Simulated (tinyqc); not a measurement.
What each parameter does: inter-valley coupling by envelope functions against a chain of atomic planes.

Chain: E(phi) = e0 + 2 v cos(phi) + 2 u cos(2 phi), cos(phi0) = -v/(4u), e0 = 2u + v^2/(4u); plane j = 0, 1, ... has the potential V_j = dE x_j + F (j - 30) a/4 (1 MV/m = 1e-4 V/angstrom). There are 30 barrier planes a side; with y = j - 29.5, x_j = xb (f(y) + f(Nw - y)), f(y) = 1/(1 + exp(y/L)), plus any Ge added in the well. The valley splitting is the spacing of the two lowest levels. Envelope theory: F_j solves a one-valley chain with hopping -b and diagonal 2b + V_j, b = 4u sin^2(phi0), sum F_j^2 = 1; the valleys couple by Dv = sum_j F_j^2 V_j exp(-2 i phi0 j) and split by 2|Dv|.

Values chosen for the exercise (near those of the Delta valleys of silicon in a SiGe well; not measured data):
- a = 5.431 angstrom (lattice constant; planes lie a/4 apart)
- u = 0.583 eV (second-neighbour hopping)
- v = 0.469 eV (nearest hopping)
- Nw = 48 (planes in the well)
- L = 0.75 planes (interface width)
- xb = 0.26 (Ge fraction of the barriers)
- dE = 0.62 eV (offset per unit Ge fraction)
- F = 8 MV/m (field)
- js = 46 (plane j of a Ge spike (the well starts at j = 30))
- xs = 0.03 (Ge fraction added on that plane)

Chain with the spike on plane js.

One parameter was then changed.

Results before and after:
```
case,level (meV),splitting (micro-eV)
base,28.817,1550.5
changed,29.265,1580.2
```

Which of these changes was made? (a) L = 1.25 planes; (b) xs = 0.039; (c) js = 49; (d) Nw = 54; (e) xb = 0.31; (f) dE = 0.682 eV; (g) F = 10 MV/m.

Answer: (e) xb = 0.31. Of the candidates, run in turn, only this one gives the changed row.

All candidates:
```
case,level (meV),splitting (micro-eV)
base,28.817,1550.5
Nw = 54,28.730,1536.3
L = 1.25 planes,29.505,1583.5
xb = 0.31,29.265,1580.2
dE = 0.682 eV,29.139,1717.2
F = 10 MV/m,32.796,1541.7
js = 49,28.700,1302.3
xs = 0.039,29.038,1992.5
```

Run: tinyqc, `OMP_NUM_THREADS=1 python tinyqc.py 1482368 1482369 out.jsonl`; Intel(R) Xeon(R) Processor @ 2.30GHz, one thread, shared host; about 0.09 s of CPU time with all checks.
